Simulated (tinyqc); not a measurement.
Worked calculation: plane-wave Kohn-Sham cycle with exchange-only LDA in a layered model solid. One step of it, computed by the program tinyqc.

Problem. Iteration 1: potential. V_H(G) = 4 pi rho(G)/G^2 for G != 0 (uniform background); v_x = -(3 rho/pi)^(1/3); V = V_ext + V_H + v_x; Fourier components f(G_m) = (1/N) sum_j f(x_j) exp(-i G_m x_j).

A solid whose potential varies along x alone (atomic units):
```
parameter,value
period a,11.300000
cross-section of the cell,34.000000
electrons per cell,4
grid points,16
"plane waves -n..n, n",3
k points,3
V1 in V1 cos(2 pi x/a),-0.420000
```

density at the start, on the grid x_j = j a/N (e/bohr^3): 0.01041124  0.01041124  0.01041124  0.01041124  0.01041124  0.01041124  0.01041124  0.01041124  0.01041124  0.01041124  0.01041124  0.01041124  0.01041124  0.01041124  0.01041124  0.01041124

Give: Potentials on the grid; V(G_m), m = 0, 1, 2, ....

Solution.

Potentials on the grid (hartree):
```
x,V_ext,V_H,v_x,V
0.000,-0.420,0.000,-0.215,-0.635
0.706,-0.388,0.000,-0.215,-0.603
1.413,-0.297,0.000,-0.215,-0.512
2.119,-0.161,0.000,-0.215,-0.376
2.825,0,0.000,-0.215,-0.215
3.531,0.161,0.000,-0.215,-0.054
4.237,0.297,0.000,-0.215,0.082
4.944,0.388,0.000,-0.215,0.173
5.650,0.420,0.000,-0.215,0.205
6.356,0.388,0.000,-0.215,0.173
7.062,0.297,0.000,-0.215,0.082
7.769,0.161,0.000,-0.215,-0.054
8.475,0,0.000,-0.215,-0.215
9.181,-0.161,0.000,-0.215,-0.376
9.887,-0.297,0.000,-0.215,-0.512
10.594,-0.388,0.000,-0.215,-0.603
```

V(G_m), m = 0, 1, 2, ... (hartree): -0.215  -0.210  0.000  0.000  0.000  0.000  0.000
